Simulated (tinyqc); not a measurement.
Inside a calculation. Model: quarter-wave Bragg mirror and the threshold of a vertical cavity.

Program tinyqc, `OMP_NUM_THREADS=1 python tinyqc.py 2650124 2650125 out.jsonl`; Intel Xeon 2.30GHz, shared host, one thread, about 0.01 s. Printed values are rounded.

N pairs of lossless layers, each a quarter wave thick at lam, in the order nH, nL from the incident medium n0 to the exit medium ns; normal incidence, no dispersion. At wavelength lam + dw each layer has the phase d = (pi/2) lam/(lam + dw) and the matrix [[cos d, i sin d/n], [i n sin d, cos d]].

Parameters, values chosen for the exercise; indices close to those of titanium oxide and silicon dioxide: design wavelength lam = 633 nm; high index nH = 2.322; low index nL = 1.453; number of pairs N = 8; index of the incident medium n0 = 1; index of the exit medium ns = 1.5; detuning of the light dw = 4.1 nm.

## Thicknesses, peak reflectance and stop band

At the design wavelength Y = ns (nH/nL)^(2 N), T0 = 4 n0 Y/(n0 + Y)^2; stop band, to first order in its width, (4 lam/pi) arcsin((nH - nL)/(nH + nL)); layer thicknesses lam/(4 n).

thickness of the high-index layer = 68.1525 nm
thickness of the low-index layer = 108.913 nm
Y = 2714.17
T0 = 0.147266 %
stop band = 187.210 nm

Each further pair divides T0 by about (nH/nL)^2 = 2.55.

## Matrix of one pair

The product of the two layer matrices in the order met by the light.

M of one pair:
```
                   1                  2
1  -0.62559+0.00000i   0.00000+0.01131i
2   0.00000+0.03816i  -1.59781+0.00000i
```

## Matrix of the stack

M = (M of one pair)^N.

M:
```
                1                2
1  0.0042+0.0000i   0.0000-0.4933i
2  0.0000-1.6642i  42.4061+0.0000i
```

## Reflection at the detuned wavelength

B = M11 + M12 ns, C = M21 + M22 ns; r = (n0 B - C)/(n0 B + C), T = 4 n0 ns/|n0 B + C|^2, R = |r|^2 = 1 - T.

r = -0.998990-0.023224i
T = 0.148059 %
phase of r against its value at dw = 0 = 0.0232432 rad

T is 1.01 times its value at the design wavelength.
